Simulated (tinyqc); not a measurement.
Hall effect and magnetoresistance of several carrier groups with constant relaxation times: one step, computed by the program tinyqc.

Group 1 has charge -e and group 2 charge +e; s_i is that sign. B lies along z; mu B is formed with mu in m^2/(V s).

Question. Conductivity of each group. sigma_xx = sum n_i e mu_i/(1 + mu_i^2 B^2); sigma_xy = sum s_i n_i e mu_i^2 B/(1 + mu_i^2 B^2).

Inputs (values chosen for the exercise, for a model conductor): density n1 = 4.4e+12 1/cm^2; mobility mu1 = 5300 cm^2/(V s); density n2 = 4.4e+12 1/cm^2; mobility mu2 = 1500 cm^2/(V s); magnetic field B = 0.086 T.

Carriers: compensated semimetal. Densities: per area (a thin layer).

Constants: e = 1.602176634e-19 C.

Give: Parts (S); sigma_xx; sigma_xy; sigma at B = 0.

Answer.

Parts (S):
```
group       mu B   sigma_xx     sigma_xy
group 1  0.04558  0.0037285  -1.6995e-04
group 2   0.0129  0.0010573   1.3639e-05
```

sigma_xx = 0.0047858 S

sigma_xy = -1.5631e-04 S

sigma at B = 0 = 0.0047937 S
